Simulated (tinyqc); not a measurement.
# Density and mobility of a removed layer (differential Hall)

Inverse problem. For layers in parallel the sheet conductance g = 1/Rs and the product g mu_H (mu_H signed, unit Hall factors) are additive. Find the sheet density and mobility of the layer that was removed, and its share of the conductance.

Constants: q = 1.602176634e-19 C. Results are converted to the units shown.

Rs before and after removing the top layer (ohm/square): 267.32521  2549.6361
apparent mobility before and after, signed (cm^2/(V s)): 990.01405  51

Solution. The differences give g1 = q n mu and g1 mu = q n mu^2; their ratio is mu and g1^2/(q g1 mu) is n.

sheet density = 1.90e13 cm^-2
mobility = 1.10e3 cm^2/(V s)
share of the conductance = 89.5 %

Computed by the program tinyqc: `OMP_NUM_THREADS=1 python tinyqc.py 2850220 2850221 out.jsonl`, one thread of a shared Intel Xeon 2.30GHz, about 0.04 s for the whole run.
